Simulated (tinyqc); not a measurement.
ESD clamp with bipolar snapback, compact model and design window: course of the iteration: base voltage at the failure current.

The drain junction multiplies the current that enters it: Igen = (M - 1)(Ic + I0), M = 1/(1 - (Vj/BV)^n). The generated holes leave through the substrate resistance and the base of the parasitic npn: Igen = Vb/Rb + Ic/be, Ic = Is exp(Vb/Vt). Terminal current I = Ic + I0 + Igen and voltage V = Vj + I Ro, per width. Isothermal, constant gain.

I(Vb) = Ic (1 + 1/be) + I0 + Vb/Rb, I' = Ic (1 + 1/be)/Vt + 1/Rb; Newton steps on ln I: Vb(new) = Vb - ln(I/It2) I/I'. V follows from the introduction.

Stop when Vb changes by less than 1e-10 V, or after 20 iterations. Vb must stay between 0 and 8 V.

Parameters, values chosen for the exercise; values close to those of grounded-gate n-channel clamps:
- T = 300 K (temperature)
- BV = 8.2 V (junction breakdown voltage)
- n = 2.6 (exponent of the multiplication)
- be = 3.5 (current gain of the parasitic npn)
- Is = 1.1e-18 A/um (saturation current)
- I0 = 7.2e-12 A/um (junction leakage)
- Rb = 12000 ohm um (substrate resistance)
- Ro = 160 ohm um (drain ballast and contact resistance)
- It2 = 4 mA/um (failure current for 100 ns)

Constants: q = 1.602176634e-19 C, kB = 1.380649e-23 J/K, Vt = kB T/q. Results are converted to the units shown.

Vb at the start = 0.83 V

Course of the iteration:

| iteration | Vb (V) | \|change\| (V) |
|---|---|---|
| 1 | 0.949884 | 0.120 |
| 2 | 0.919433 | 0.0305 |
| 3 | 0.919274 | 1.59e-4 |
| 4 | 0.919274 | 8.80e-9 |
| 5 | 0.919274 | < 1e-13 |

Did this iteration meet its convergence test, and what does its course show?

Yes. Converged in 5 iterations. At the end the number of correct digits about doubles with each step.

tinyqc, about 0.01 s, one thread, Intel Xeon 2.30GHz (shared host): `OMP_NUM_THREADS=1 python tinyqc.py 2670042 2670043 out.jsonl`
